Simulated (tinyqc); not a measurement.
Domain walls in a thin film with perpendicular anisotropy: Bloch, Neel and chiral walls, motion and stripe domains: one step, computed by the program tinyqc.

One-dimensional wall: polar angle theta(x), azimuth phi of the moment in the wall (phi = 0 Neel, 90 degrees Bloch). mu_0 = 1.25663706212e-6 T m/A, gamma = 1.76085963023e11 rad/(s T).

Task: Stripe domains. Dipolar length l = sigma/(mu_0 M_s^2); for t much smaller than the period the domain width is w = 0.955 t exp(pi l/t) (Kaplan and Gehring), given as log10 of w in nm.

Inputs (values chosen for the exercise, for a model film): saturation magnetisation M_s = 536 kA/m; thickness t = 2.7 nm.

wall energy sigma = 10.27737 mJ/m^2

Give: dipolar length l; log10 of the domain width in nm.

Result:

dipolar length l = 28.47 nm

log10 of the domain width in nm = 14.80

Domains would exceed a millimetre: any device is a single domain in equilibrium.
